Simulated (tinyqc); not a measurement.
Thermodynamics of metal silicides: hull, first phase, silicon consumed, nucleation and stability against SiO2. Changing the heat of formation of MSi2. Computed by tinyqc, a small Python program. Command: `OMP_NUM_THREADS=1 python tinyqc.py 3015254 3015255 out.jsonl silphase sweep`. One thread of a shared host (Intel(R) Xeon(R) Processor @ 2.30GHz), about 0.01 s of CPU time with the checks.

Entropies of formation of the solids are neglected, so heats stand for free energies. Si fractions: M2Si 0.3333, MSi 0.5000, MSi2 0.6667.

Inputs (values chosen for the exercise, of the order of those of cobalt silicides for heats and volumes only): heat of formation of MSi = -47.1 kJ/mol atoms; change of interface energy gamma = 0.18 J/m^2; temperature T = 650 K.

Phases: M2Si, MSi, MSi2.

volumes of the three phases per mole of M (cm^3/mol): 9.68  13.2  23.6

Constants: e = 1.602176634e-19 C; k_B = 8.617333262e-05 eV/K.

Method. Where free silicon remains, MSi + Si -> MSi2 gains dH = 3 H(MSi2) - 2 H(MSi) per mole of M; per volume dG = |dH|/V(MSi2); r* = 2 gamma/dG, W* = 16 pi gamma^3/(3 dG^2). For comparison the same with MSi forming from the elements, 2 |H(MSi)|/V(MSi).

One run for each value:

| heat of formation of MSi2 (kJ/mol atoms) | dH of the reaction (kJ/mol M) | barrier W* (eV) | critical radius (nm) | W*/(k_B T) |
|---|---|---|---|---|
| -37.2 | -17.4 | 1.12 | 0.4883 | 20.0 |
| -36.5 | -15.3 | 1.45 | 0.5553 | 25.9 |
| -35.9 | -13.5 | 1.86 | 0.6293 | 33.3 |
| -35.2 | -11.4 | 2.61 | 0.7453 | 46.7 |
| -34.5 | -9.3 | 3.93 | 0.9135 | 70.1 |
| -33.8 | -7.2 | 6.55 | 1.1800 | 117.0 |
| -33.1 | -5.1 | 13.06 | 1.6659 | 233.2 |
| -32.5 | -3.3 | 31.19 | 2.5745 | 556.9 |
| -31.8 | -1.2 | 235.89 | 7.0800 | 4211.4 |

What does the table show, and why?

Over the rows, dH of the reaction (kJ/mol M) rises from -17.4 to -1.20; barrier W* (eV) rises from 1.12 to 236; critical radius (nm) rises from 0.488 to 7.08. The driving force vanishes at H(MSi2) = (2/3) H(MSi) = -31.4 kJ/mol, where the barrier diverges as 1/dH^2; small changes by alloying therefore shift the formation temperature much.

Caution (rows -37.2): at a critical radius of atomic size classical nucleation theory is only a rough guide.
